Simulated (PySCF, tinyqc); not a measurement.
Worked calculation: CCSD on RHF in the sto-3g basis, for H3-, spin multiplicity 1. The basis has no diffuse functions, so it cannot describe the extra electron: this is an exercise in the method, not the real anion. The lowest restricted solution is unstable here: a spin-polarised one lies 0.0555 hartree lower (PySCF). One step of it, computed by the program tinyqc.

Question. Iteration 6 (converged): orbitals. Diagonalise F' = X^T F X, C = X C', fill 2 alpha and 2 beta electrons from the bottom; D = 2 C_occ C_occ^T. Each column has its largest component positive (the first on a tie).

converged F (hartree), lower triangle:
```
           1H 1s      2H 1s     3H 1s
1H 1s   0.077525
2H 1s  -0.266645   0.152366
3H 1s  -0.266334  -0.124116  0.152683
```

X, lower triangle:
```
           1H 1s      2H 1s     3H 1s
1H 1s   1.230535
2H 1s  -0.276643   1.186457
3H 1s  -0.276339  -0.199396  1.186265
```

Give: F' = X^T F X; orbital energies; coefficients C; D after iteration 6.

Answer.

F' = X^T F X (hartree), lower triangle:
```
         1        2       3
1   0.4844
2  -0.3989   0.4309
3  -0.3982  -0.1004  0.4308
```

orbital energies (hartree): MO1 -0.1614, MO2 0.5312, MO3 0.9762

coefficients C:
```
          MO1      MO2      MO3
1H 1s  0.5145  -0.0006   1.1842
2H 1s  0.3444  -0.9792  -0.6682
3H 1s  0.3437   0.9805  -0.6662
```

D after iteration 6, lower triangle:
```
        1H 1s    2H 1s   3H 1s
1H 1s  0.5294
2H 1s  0.3555   2.1550
3H 1s  0.3525  -1.6836  2.1591
```
